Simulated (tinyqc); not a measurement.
Changing the electron mass m: hydrogenic impurity: series, fields, screening, photoionisation and donor-acceptor pairs. Computed by tinyqc, a small Python program. Command: `OMP_NUM_THREADS=1 python tinyqc.py 3009194 3009195 out.jsonl hydrogenic sweep`. One thread of a shared host (Intel(R) Xeon(R) Processor @ 2.30GHz), about 0.01 s of CPU time with the checks.

One isotropic, parabolic band. Effective units: Ry* and a*, in which H = -nabla^2 - 2/r.

Inputs (values chosen for the exercise, modelled on silicon): dielectric constant eps = 11.3; donor density N = 4.6e+18 cm^-3.

Parts treated: magnetic field and photoionisation.

Constants: Ry = 13.605693123 eV; a_0 = 0.529177210903 angstrom; h x 1 THz = 4.135667696 meV.

Method. Ry* = Ry m/eps^2, a* = a_0 eps/m; level n is bound by Ry*/n^2; <r> = (3/2) a* in 1s; lines 1s -> np at Ry* (1 - 1/n^2); 1 THz = 4.135667696 meV. Wigner-Seitz radius r_s = (3/(4 pi N))^(1/3); Mott criterion N_c^(1/3) a* = 0.26; overlap of two 1s orbitals at distance d: S = exp(-x)(1 + x + x^2/3), x = d/a*, with d = N^(-1/3).

One run for each value:
```
electron mass m (m_0)  Ry* (meV)  a* (angstrom)  Mott density (cm^-3)   overlap S
0.085                       9.06         70.349            5.0482e+16  8.9260e-01
0.130                      13.85         45.998            1.8060e+17  7.7839e-01
0.190                      20.24         31.472            5.6382e+17  6.1084e-01
0.410                      43.69         14.585            5.6654e+18  1.7477e-01
0.610                      65.00          9.803            1.8658e+19  4.2661e-02
0.910                      96.96          6.571            6.1945e+19  4.0410e-03
1.400                     149.17          4.271            2.2556e+20  6.2429e-05
```

Give the missing row, electron mass m (m_0) = 0.280.

Computed row:
```
electron mass m (m_0)  Ry* (meV)  a* (angstrom)  Mott density (cm^-3)   overlap S
0.280                      29.83         21.356            1.8045e+18  3.8666e-01
```

Interpolating between the two neighbouring rows (the first column on a logarithmic scale, the others too where they are positive) misses most in overlap S, by 16 %. Over the rows, Ry* (meV) rises from 9.06 to 149 (exponent d ln y / d ln x about 1.0 throughout); a* (angstrom) falls from 70.3 to 4.27 (exponent d ln y / d ln x about -1.0 throughout); Mott density (cm^-3) rises from 5.05e16 to 2.26e20 (exponent d ln y / d ln x about 3.0 throughout). The exponent of Ry* stays at 1: Ry* = Ry m/eps^2. The exponent of Mott density stays at 3: the Mott density goes as a*^-3.

Caution (rows 0.0850, 0.130, 0.190, 0.280): N lies above the Mott density, where the levels of isolated donors have no meaning. Caution (rows 0.610, 0.910, 1.40): the Bohr radius is only a few bond lengths, so central-cell terms and band anisotropy matter.
